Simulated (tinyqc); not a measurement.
What each parameter does: quantum-confined Stark effect in a modulator well.

Envelopes on cells of 0.5 angstrom over the well |z| < L/2 and 45 angstrom of barrier on each side, psi = 0 beyond, psi'/m continuous (mean mass between points), c = hbar^2/2m0. The electron sees + e F z and the hole - e F z, each with its offset in the barriers; 1 kV/cm = 1e-5 eV/angstrom. Light holes, band mixing and escape by tunnelling are left out.

Exciton: in-plane function exp(-rho/lam), 1/mu = 1/me + 1/mp, E(lam) = c/(mu lam^2) - (q/eps) times the integral over k of Fm(k)(1 + (k lam/2)^2)^(-3/2), Fm(k) the double integral of psi_e^2 psi_h^2 exp(-k |z - z'|), q = e^2/(4 pi eps0); binding Eb = -E at the minimum. Line at Eg + E_e + E_h - Eb, strength proportional to overlap^2/lam^2.

Constants: hbar^2/2m0 = 3.80998211 eV angstrom^2; e^2/(4 pi eps0) = 14.39964547 eV angstrom; hc = 1239.841984 eV nm.

Parameters, chosen for this exercise (near those of a Ge well in SiGe, direct gap; shifted at random, so the results belong to these values and not to a real crystal): L = 148 angstrom (well width); Vc = 0.387 eV (conduction offset); Vv = 0.105 eV (heavy-hole offset); me = 0.042 m0 (electron, well); meb = 0.0554 m0 (electron, barrier); mh = 0.22 m0 (heavy hole along z, well); mhb = 0.228 m0 (heavy hole, barrier); Eg = 0.843 eV (gap of the well); mp = 0.067 m0 (heavy hole in the plane); eps = 15.3 (dielectric constant); F = 58 kV/cm (field).

Zero-field line, shift at F, overlap^2 and Eb at F.

Results for these values:
```
case  line (nm)  shift (meV)  overlap^2  Eb (meV)
base     1422.6       -18.56      0.379      3.15
```

What happens to each result for Vc = 0.31 eV, all else kept?

Answer: line rises from 1422.6 to 1424.4; shift falls from -18.56 to -18.97; overlap^2 falls from 0.379 to 0.369; Eb falls from 3.15 to 3.12.

The same for each parameter in turn:
```
case              line (nm)  shift (meV)  overlap^2  Eb (meV)
base                 1422.6       -18.56      0.379      3.15
L = 138 angstrom     1416.4       -15.58      0.462      3.30
F = 46 kV/cm         1422.6       -12.41      0.495      3.27
Vc = 0.31 eV         1424.4       -18.97      0.369      3.12
Vv = 0.131 eV        1422.3       -17.82      0.400      3.18
me = 0.0483 m0       1426.7       -18.68      0.362      3.30
mh = 0.187 m0        1421.5       -18.13      0.403      3.16
eps = 13.8           1423.7       -18.42      0.379      3.72
```

Program tinyqc; command `OMP_NUM_THREADS=1 python tinyqc.py 1280069 1280070 out.jsonl`; about 0.2 s on one thread of a shared Intel(R) Xeon(R) Processor @ 2.30GHz.
